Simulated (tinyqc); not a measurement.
Haynes-Shockley experiment: drift, diffusion and decay of a minority-carrier pulse: one step, computed by the program tinyqc.

A thin sheet of excess carriers is made at x = 0, t = 0 in a long uniform bar; injection is low, so the pulse moves with the minority mobility.

Problem. Transport coefficients. D = mu k_B T/e, v = mu F. Transit time d/v, diffusion length sqrt(D tau), drift length v tau, Peclet number v d/D = e F d/(k_B T).

Inputs (values chosen for the exercise, modelled on holes in n-type silicon in a lightly doped bar): minority mobility mu = 402 cm^2/(V s); lifetime tau = 80 microsecond; temperature T = 330 K; field F = 7.8 V/cm; distance d to the collector = 0.62 cm.

Constants: k_B = 8.617333262e-05 eV/K.

Give: D; drift velocity v; transit time d/v; diffusion length; drift length v tau; Peclet number.

Solution.

D = 11.43 cm^2/s

drift velocity v = 3135.6 cm/s

transit time d/v = 197.7 microsecond

diffusion length = 302.4 micrometre

drift length v tau = 0.250848 cm

Peclet number = 170.1

The pulse must travel 2.47 drift lengths.
